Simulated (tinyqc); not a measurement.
# A finite superlattice with mass mismatch, transfer matrices: two studies

One electron of energy E comes from the left lead (band edge 0); no transverse momentum. Parabolic bands, masses in units of m0, C = hbar^2/(2 m0); psi and psi'/m are continuous at every interface. N periods of a barrier d1 followed by a well Lw; the right lead equals the left one.

Inputs (values chosen for the exercise); masses and offsets of a made-up heterostructure:
- mL = 0.18 m0 (mass in the left lead)
- U1 = 0.75 eV (barrier height)
- m1 = 0.31 m0 (barrier mass)
- d1 = 0.6 nm (barrier width)
- Lw = 3.1 nm (well width (edge 0, mass mL))
- N = 2 (number of periods)
- E = 0.302 eV (electron energy)

Constants: q = 1.602176634e-19 C, hbar = 1.054571817e-34 J s, m0 = 9.1093837015e-31 kg, hbar^2/(2 m0) = 0.0380998212 eV nm^2. Results are converted to the units shown.

Each table varies one quantity; the others keep the values above.

## Transmission against energy

For the pair (psi, psi'/m) a flat layer has M = [[cos kd, (m/k) sin kd], [-(k/m) sin kd, cos kd]] with k = sqrt(m (E - U)/C) above its edge U, and M = [[cosh Kd, (m/K) sinh Kd], [(K/m) sinh Kd, cosh Kd]] with K = sqrt(m (U - E)/C) below it. The matrices are multiplied with later layers to the left. With M acting on (psi, psi'/m) and v = k/m in each lead, T(E) = 4 vL vR/[(vL vR M12 - M21)^2 + (vR M11 + vL M22)^2]. The last column is exp(-2 sum K d) over the layers with U > E.

Results:
```
E (eV)	T(E)	exp(-2 sum K d)
0.06	0.0076675	0.0033910
0.177	0.026498	0.0056161
0.412	0.84627	0.018685
0.529	0.18620	0.040023
0.646	0.10533	0.10995
0.764	0.14043	1.0000
0.881	0.34149	1.0000
0.998	0.97099	1.0000
1.115	0.58973	1.0000
1.233	0.31649	1.0000
1.35	0.25868	1.0000
```

Estimate the missing row, E = 0.295 eV.

Computed row:
```
E (eV)	T(E)	exp(-2 sum K d)
0.295	0.053096	0.0098744
```

With this row back in the table: T(E) runs from 0.00767 at 0.06 eV to 0.259 at 1.35 eV; among the rows its largest value is 0.971 at 0.998 eV. Below the barriers it exceeds exp(-2 sum K d) by up to a factor of 45.3 (at 0.412 eV), which marks a resonance or miniband close to that energy. In every row a layer is thinner than 0.8 nm, a few atomic planes, where an effective mass is a rough description.

## Transmission against the number of periods

x = (M11 + M22)/2 of one period. For |x| < 1 the energy lies in a miniband and cos(th) = x; for |x| > 1 it lies in a gap and cosh(g) = |x|. M^N = U_(N-1)(x) M - U_(N-2)(x) 1, with U_n = sin((n + 1) th)/sin th in a band and sign(x)^n sinh((n + 1) g)/sinh g in a gap.

Results:
```
N	T(E)	1/T(E) - 1
1	0.3325	2.008
2	0.05899	15.95
3	0.01022	96.83
5	3.068e-4	3258
6	5.316e-5	1.881e4
8	1.596e-6	6.265e5
10	4.792e-8	2.087e7
12	1.439e-9	6.951e8
16	1.297e-12	7.712e11
```

Estimate the missing row, N = 4.

Computed row:
```
N	T(E)	1/T(E) - 1
4	0.001771	563.7
```

With this row back in the table: Here x = -1.409. The energy lies in a gap with g = 0.876: T(E) falls from 0.332 to 1.30e-12, over the last four periods by 1.75 in ln T(E) a period, against 2 g = 1.75. In every row a layer is thinner than 0.8 nm, a few atomic planes, where an effective mass is a rough description.

Range of the model: Masses are held fixed, although real bands cease to be parabolic a few tenths of an eV from their edges (inside a barrier too).

tinyqc, about 0.01 s, one thread, Intel Xeon 2.30GHz (shared host): `OMP_NUM_THREADS=1 python tinyqc.py 2560128 2560129 out.jsonl`
